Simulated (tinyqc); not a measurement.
Comparisons within one model: defect-molecule model of a vacancy with Jahn-Teller distortion. A value that a table varies takes the place of the one given here.

Four dangling hybrids a, b, c, d point into the vacancy: H_ii = E0, and -gm between any two. A tetragonal distortion Q pairs a with b and c with d: those two couplings become -gm - I Q and the other four -gm + I Q/2, at an elastic cost k Q^2/2. The a1 level holds two electrons; charge states 2+, + and 0 put n = 0, 1, 2 more into the lowest level of t2 origin. Energy from the 2+ state at Q = 0, with the Fermi level mu counted from Ev: W_n(Q) = n (et - 2 I Q) + k Q^2/2 + Uc n (n - 1)/2 - n mu. et = E0 + gm is the undistorted t2 level.

Constants: kB = 8.617333262e-05 eV/K.

Values chosen for the exercise (of the size used for the vacancy in silicon; shifted at random, so the results belong to these values and not to a real crystal): E0 = -0.04 eV (level of a dangling hybrid, from Ev); gm = 0.4 eV (coupling between two dangling hybrids); I = 1.09 eV/angstrom (Jahn-Teller coupling); k = 16.5 eV/angstrom^2 (force constant of the mode); Uc = 0.18 eV (repulsion of two electrons in one orbital); T = 300 K (temperature); mu1 = 0.04 eV (first Fermi level).

## Occupation against the Fermi level

Weights g_n exp(-W_n/kT) with W_n = n et - n^2 E_JT + Uc n (n - 1)/2 - n mu, E_JT = 2 I^2/k, degeneracies 1, 6 (spin and three axes) and 3; mu = mu1 + 0.03 j eV.

Shares:

| mu (eV) | 2+ | + | 0 | mean charge |
|---|---|---|---|---|
| 0.04 | 0.9932 | 0.0066 | 0.0002 | 1.9929 |
| 0.07 | 0.9769 | 0.0207 | 0.0024 | 1.9746 |
| 0.10 | 0.9154 | 0.0618 | 0.0227 | 1.8927 |
| 0.13 | 0.6810 | 0.1468 | 0.1722 | 1.5089 |
| 0.16 | 0.2346 | 0.1614 | 0.6040 | 0.6306 |
| 0.19 | 0.0340 | 0.0746 | 0.8914 | 0.1426 |
| 0.22 | 0.0036 | 0.0255 | 0.9709 | 0.0327 |
| 0.25 | 0.0004 | 0.0082 | 0.9915 | 0.0089 |
| 0.28 | 0.0000 | 0.0026 | 0.9974 | 0.0026 |

U_eff = Uc - 2 E_JT = -0.108 eV and kT = 25.9 meV. The + state reaches at most 16.1 % on these rows, at mu = 0.16 eV. The mean charge goes from 1.99 to 0.00.

## When U turns negative

The force constant is varied. E_JT = 2 I^2/k, E(2+/+) = et - E_JT, E(+/0) = et - 3 E_JT + Uc, U_eff = Uc - 2 E_JT.

Against k:

| k (eV/angstrom^2) | E_JT (eV) | (2+/+) (eV) | (+/0) (eV) | U_eff (eV) | Q of the neutral state (angstrom) |
|---|---|---|---|---|---|
| 8 | 0.2970 | 0.0630 | -0.3511 | -0.4140 | 0.5450 |
| 12 | 0.1980 | 0.1620 | -0.0541 | -0.2160 | 0.3633 |
| 16 | 0.1485 | 0.2115 | 0.0945 | -0.1170 | 0.2725 |
| 24 | 0.0990 | 0.2610 | 0.2430 | -0.0180 | 0.1817 |
| 32 | 0.0743 | 0.2857 | 0.3172 | 0.0315 | 0.1363 |
| 48 | 0.0495 | 0.3105 | 0.3915 | 0.0810 | 0.0908 |
| 64 | 0.0371 | 0.3229 | 0.4286 | 0.1057 | 0.0681 |
| 96 | 0.0248 | 0.3352 | 0.4657 | 0.1305 | 0.0454 |

k at which U_eff = 0 = 26.40 eV/angstrom^2

Levels below 0 lie in the valence band. U_eff is negative for k below 4 I^2/Uc = 26.4: 4 of the 8 rows. The gain grows as n^2, so the second electron wins 3 E_JT where the first wins E_JT. For a stiff lattice the levels tend to et = 0.360 and et + Uc = 0.540 eV. Distortions above about 0.5 angstrom (1 of the rows) are beyond a linear coupling.

## What each parameter does

E_JT = 2 I^2/k, E(2+/+) = et - E_JT, E(+/0) = et - 3 E_JT + Uc, U_eff = E(+/0) - E(2+/+); a1 level E0 - 3 gm. Each row changes one parameter from the base and keeps the others.

Results:

| case | (2+/+) (eV) | (+/0) (eV) | U_eff (eV) | a1 (eV) |
|---|---|---|---|---|
| base | 0.2160 | 0.1080 | -0.1080 | -1.2400 |
| E0 = 0.01 eV | 0.2660 | 0.1580 | -0.1080 | -1.1900 |
| gm = 0.44 eV | 0.2560 | 0.1480 | -0.1080 | -1.3600 |
| I = 1.199 eV/angstrom | 0.1857 | 0.0172 | -0.1685 | -1.2400 |
| k = 18.15 eV/angstrom^2 | 0.2291 | 0.1472 | -0.0818 | -1.2400 |
| Uc = 0.24 eV | 0.2160 | 0.1680 | -0.0480 | -1.2400 |

The largest shifts from the base row, up to three for each result and ties (the steps differ in size, so this ranks the rows, not the parameters). (2+/+) (eV): E0 +0.0500, gm +0.0400, I -0.0302; unchanged at the printed digits by Uc. (+/0) (eV): I -0.0907, Uc +0.0600, E0 +0.0500. U_eff (eV): I -0.0605, Uc +0.0600, k +0.0262; unchanged at the printed digits by E0 and gm. a1 (eV): gm -0.1200, E0 +0.0500; unchanged at the printed digits by I, k and Uc. E0 and gm move both levels alike, so U_eff depends on I, k and Uc alone.

Computed by tinyqc, a small Python program: `OMP_NUM_THREADS=1 python tinyqc.py 1481010 1481011 out.jsonl` (the numbers bound the seed that draws the inputs); one thread of a shared host (Intel(R) Xeon(R) Processor @ 2.30GHz), about 0.01 s for the whole set of steps.
